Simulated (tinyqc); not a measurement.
# Hall measurement with a parallel conducting layer

Two layers in parallel, unit Hall factors, low field: 1/Rs = q (ns mu + n2 m2); apparent mobility (ns mu^2 + sg n2 m2^2)/(ns mu + n2 m2); apparent density (ns mu + n2 m2)^2/(ns mu^2 + sg n2 m2^2); a negative value means the sign of the second layer.

Values chosen for this exercise: sheet density of the layer ns = 3.6e12 cm^-2; drift mobility mu = 180 cm^2/(V s); mobility of the parallel layer m2 = 120 cm^2/(V s); sign of its carriers relative to the first layer sg = 1.

Constants: q = 1.602176634e-19 C. Results are converted to the units shown.

Result of one run:

| Rs (ohm/square) | apparent density (cm^-2) | apparent mobility (cm^2/(V s)) | share of the conductance in layer 2 (%) |
|---|---|---|---|
| 170.3 | 3.027e14 | 121.1 | 98.23 |

Which sheet density of a parallel layer n2 gave this result: 5e10, 2e11, 9e11 or 3e14 cm^-2?

n2 = 3e14 cm^-2.

The whole series:

| n2 (cm^-2) | Rs (ohm/square) | apparent density (cm^-2) | apparent mobility (cm^2/(V s)) | share of the conductance in layer 2 (%) |
|---|---|---|---|---|
| 1e10 | 9614 | 3.609e12 | 179.9 | 0.1848 |
| 5e10 | 9544 | 3.644e12 | 179.4 | 0.9174 |
| 2e11 | 9288 | 3.778e12 | 177.9 | 3.571 |
| 9e11 | 8256 | 4.410e12 | 171.4 | 14.29 |
| 4e12 | 5533 | 7.302e12 | 154.5 | 42.55 |
| 1e13 | 3377 | 1.310e13 | 141.0 | 64.94 |
| 6e13 | 795.3 | 6.281e13 | 125.0 | 91.74 |
| 3e14 | 170.3 | 3.027e14 | 121.1 | 98.23 |
| 1e15 | 51.73 | 1.003e15 | 120.3 | 99.46 |

The apparent mobility falls from 180 to 120 cm^2/(V s), between mu = 180 and sg m2 = 120. The apparent density never exceeds ns + n2; among the rows it falls to 0.961 of that sum, at n2 = 4e12.

Numbers from tinyqc (`OMP_NUM_THREADS=1 python tinyqc.py 2850189 2850190 out.jsonl`; about 0.01 s on one thread of a shared Intel Xeon 2.30GHz).
